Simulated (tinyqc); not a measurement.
Implant damage, amorphisation by cascade overlap, and solid-phase epitaxial regrowth. From time with enhancement back to anneal temperature. Computed by tinyqc, a small Python program. Command: `OMP_NUM_THREADS=1 python tinyqc.py 3113032 3113033 out.jsonl sper inv`. One thread of a shared host (Intel(R) Xeon(R) Processor @ 2.30GHz), about 0.01 s of CPU time with the checks.

Range and width of the damage are inputs. Dynamic annealing enters only through the surviving share f.

Inputs (values chosen for the exercise, modelled on germanium ions in silicon):

| quantity | value | unit |
|---|---|---|
| atomic density N | 49.9 | 1/nm^3 |
| ion Z1 | 32 | - |
| ion mass M1 | 72.6 | u |
| target Z2 | 14 | - |
| target mass M2 | 28.09 | u |
| ion energy E | 110 | keV |
| displacement energy E_d | 15 | eV |
| depth of the damage peak R_d | 65 | nm |
| width of the damage profile s_d | 44 | nm |
| share of defects that survive f | 0.38 | - |
| critical displaced share x_c | 0.13 | - |
| dose Q | 2.8e+14 | 1/cm^2 |
| regrowth prefactor v0 | 5.4e+15 | nm/s |
| regrowth energy E_a | 2.69 | eV |
| rate relative to (100) | 0.04 | - |
| peak enhancement by the dopant | 12 | - |

Constants: a_0 = 0.529177210903 angstrom; e^2/(4 pi eps_0) = 14.39964548 eV angstrom; k_B = 8.617333262e-05 eV/K.

Method:
- Robinson partition: eps = E a M2/(Z1 Z2 (e^2/(4 pi eps_0)) (M1 + M2)), a = 0.8853 a_0/sqrt(Z1^(2/3) + Z2^(2/3)); k = 0.0793 Z1^(2/3) Z2^(1/2) (M1 + M2)^(3/2)/((Z1^(2/3) + Z2^(2/3))^(3/4) M1^(3/2) M2^(1/2)); damage energy T_d = E/(1 + k (eps + 0.40244 eps^(3/4) + 3.4008 eps^(1/6))); displacements nu = 0.8 T_d/(2 E_d).
- Displaced share x(z) = f nu Q exp(-(z - R_d)^2/(2 s_d^2))/(sqrt(2 pi) s_d N); the layer is amorphous where x > x_c, between R_d -/+ s_d sqrt(2 ln(x_max/x_c)), the upper edge being cut at the surface. Threshold dose Q_c = Q x_c/x_max.
- v = v0 x orientation factor x exp(-E_a/(k_B T)) x [1 + (enhancement - 1) exp(-(z - R_d)^2/(2 s_d^2))], T = anneal temperature + 273.15 K; the dopant is taken to follow the damage profile; the lower front moves from the lower edge z2 to the surface, or to the middle (z1 + z2)/2 of a buried layer with upper edge z1; time = int dz/v; the equivalent undoped distance is that time times the undoped velocity.

Task: A run gave the result below. Find the anneal temperature, known to lie between 620 and 760 C.

time with enhancement = 1.296677 s

Result:

Each step takes the trial c = (a f_b - b f_a)/(f_b - f_a), f being the result less the target and a, b, c the logarithms of the listed values; c replaces end b, the old b replaces a if the sign of f changed, and otherwise f_a is halved.

Scan of the range:

| anneal temperature (C) | time with enhancement (s) |
|---|---|
| 620 | 109.357 |
| 641 | 48.995 |
| 664 | 21.193 |
| 686 | 9.871 |
| 710 | 4.460 |
| 735 | 2.029 |
| 760 | 0.959 |

False position (Illinois rule, in the logarithm of the input) inside the bracket:

| step | end a | end b | trial | time with enhancement (s) |
|---|---|---|---|---|
| 1 | 735.000 | 760.000 | 752.030 | 1.21341 |
| 2 | 735.000 | 752.030 | 748.847 | 1.33411 |
| 3 | 752.030 | 748.847 | 749.833 | 1.29542 |
| 4 | 748.847 | 749.833 | 749.800 | 1.29666 |
| 5 | 748.847 | 749.800 | 749.800 | 1.29669 |
| 6 | 749.800 | 749.800 | 749.800 | 1.29668 |

Time with enhancement falls at every point of a 13-point scan of the range (every second point is shown), so one value fits; it is bracketed by 735 and 760. Answer: anneal temperature = 749.8 C.

Caution: regrowth on (111) is not only slow but leaves twins, which a single velocity does not describe.
